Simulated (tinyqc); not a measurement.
# Input admittance of a MOSFET at zero drain bias: distributed channel and distributed gate: two studies

Source and drain grounded, strong inversion, w = 2 pi f, Cox = eps0 eox/tox. The channel is an RC line of resistance 1/(mu Cox Vo) per square fed from both ends, so one finger has the intrinsic admittance y = i w Cox L tanh(g)/g per width, g = (1/2) sqrt(i w tau), tau = L^2/(mu Vo). The vertical resistance rv/L is in series with y, the overlaps 2 i w Cov in parallel: y_t = 1/(1/y + rv/L) + 2 i w Cov. The gate strip is a line of Rsh/L per length loaded by y_t, so a finger has Y = y_t Wf tanh(k)/k, k = (Wf/sd) sqrt(y_t Rsh/L); the device has Nf Y.

Values chosen for this exercise; values of the order met in silicon radio-frequency transistors:
- eox = 7.29 (relative permittivity of the gate insulator (close to silicon nitride))
- tox = 6.4 nm (insulator thickness)
- L = 0.39 um (channel length)
- Wf = 1.5 um (finger width)
- Nf = 8 (number of fingers)
- mu = 290 cm^2/(V s) (channel mobility)
- Vo = 0.62 V (gate overdrive)
- Rsh = 19 ohm/square (sheet resistance of the gate)
- rv = 1.7 ohm um^2 (vertical resistivity of the gate stack)
- sd = 1 (number of ends at which a finger is contacted)
- Cov = 0.26 fF/um (overlap and fringe capacitance on each side)
- f = 52 GHz (frequency)

Constants: eps0 = 8.8541878128e-14 F/cm where lengths are in cm. Results are converted to the units shown.

Each table varies one quantity; the others keep the values above.

## Input impedance against frequency

Low-frequency limits, with c = Cox L and ct = c + 2 Cov: R_strip = Rsh Wf/(3 sd^2 L Nf), R_ch = (c/ct)^2 L/(12 mu Cox Vo Wf Nf), R_vert = (c/ct)^2 rv/(L Wf Nf), C = ct Wf Nf. Z = 1/(Nf Y) = R + 1/(i w C), Q = |Im Z|/R, far-point signal |1/cosh k|.

The same in every row: low-frequency R (ohm) = 14.98.

Input impedance against frequency:
```
f (GHz)    w tau      |k|  R (ohm)  C (fF)      Q  signal at the far point
0.5      0.02658  0.03916    14.98   53.44  397.6                    1.000
1        0.05315  0.05538    14.98   53.44  198.8                    1.000
3         0.1595  0.09592    14.98   53.44  66.28                   0.9999
6         0.3189   0.1356    14.98   53.43  33.15                   0.9998
10        0.5315   0.1750    14.98   53.41  19.90                   0.9993
30         1.595   0.3015    14.95   53.16  6.674                   0.9940
60         3.189   0.4192    14.87   52.36  3.406                   0.9780
100        5.315   0.5222    14.69   50.60  2.141                   0.9495
300        15.95   0.7301    12.96   37.86  1.081                   0.8521
```

R falls from 15.0 to 13.0 ohm and C falls from 53.4 to 37.9 fF. Q goes as f^(-1.00) between the first two rows and f^(-0.62) between the last two, where w tau = 15.9 and |k| = 0.730. The low-frequency limits hold both R and C within 5 % up to f = 60 GHz among the rows.

## Effect of the channel length

Same model as above.

Effect of the channel length:
```
L (um)     w tau      |k|  R (ohm)  low-frequency R (ohm)  C (fF)       Q  signal at the far point
0.03    0.016354  0.61884   40.338                 40.378  9.8386  7.7119                  0.98752
0.058   0.061129  0.51583   21.770                 21.781  13.238  10.620                  0.99341
0.11     0.21988  0.45479   13.340                 13.345  19.531  11.748                  0.99479
0.22     0.87951  0.41619   11.339                 11.350  32.784  8.2331                  0.99207
0.42      3.2055  0.38851   15.744                 15.854  55.937  3.4754                  0.98118
0.8       11.630  0.31853   26.723                 28.680  85.232  1.3438                  0.97098
1.6       46.519  0.21086   34.102                 58.333  81.941  1.0953                  0.98528
3         163.54  0.15425   33.073                 111.48  81.140  1.1405                  0.99223
```

What does the table show?

As L goes from 0.03 to 3, R moves up and down between 11.3 and 40.3 ohm, C goes from 9.84 through a maximum of 85.2 (at L = 0.8 among the rows listed) to 81.1 fF and Q moves up and down between 1.10 and 11.7.

tinyqc, about 0.01 s, one thread, Intel Xeon 2.30GHz (shared host): `OMP_NUM_THREADS=1 python tinyqc.py 2262109 2262110 out.jsonl`
